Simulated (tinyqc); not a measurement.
Site energy and hopping from one surface Green function.

Problem. A semi-infinite chain with site energy e0 and hopping -t has g_s = 1/(E - e0 - t^2 g_s). Inside the band |g_s| = 1/t and Re g_s = (E - e0)/(2 t^2). Find t and e0.

g_s at E = -1.94 eV = -0.53500000-0.84485206i 1/eV

Answer. t = 1/|g_s|, and e0 = E - 2 t^2 Re g_s.

t = 1.000 eV
e0 = -0.8700 eV

Numbers from tinyqc (`OMP_NUM_THREADS=1 python tinyqc.py 2680128 2680129 out.jsonl`; about 0.02 s on one thread of a shared Intel Xeon 2.30GHz).
